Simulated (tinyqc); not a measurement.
Inside a calculation. Method: plane-wave Kohn-Sham cycle with exchange-only LDA in a layered model solid. One step of it, computed by the program tinyqc.

Problem. Iteration 1: Hamiltonian at one k. H(m,m') = (k + G_m)^2/2 delta + V(G_m - G_m'), with V(-G) = V(G).

A solid whose potential varies along x alone (atomic units):
```
parameter,value
period a,15.900000
cross-section of the cell,11.000000
electrons per cell,2
grid points,16
"plane waves -n..n, n",3
k points,3
V1 in V1 cos(2 pi x/a),-0.330000
```

V(G_m), m = 0, 1, 2, ... (hartree): -0.221856  -0.165000  0.000000  0.000000  0.000000  0.000000  0.000000

k = 0.000000 2 pi / a

Give: H.

Solution.

H (hartree), lower triangle:
```
,-3,-2,-1,+0,+1,+2,+3
-3,0.481
-2,-0.165,0.090
-1,0.000,-0.165,-0.144
+0,0.000,0.000,-0.165,-0.222
+1,0.000,0.000,0.000,-0.165,-0.144
+2,0.000,0.000,0.000,0.000,-0.165,0.090
+3,0.000,0.000,0.000,0.000,0.000,-0.165,0.481
```
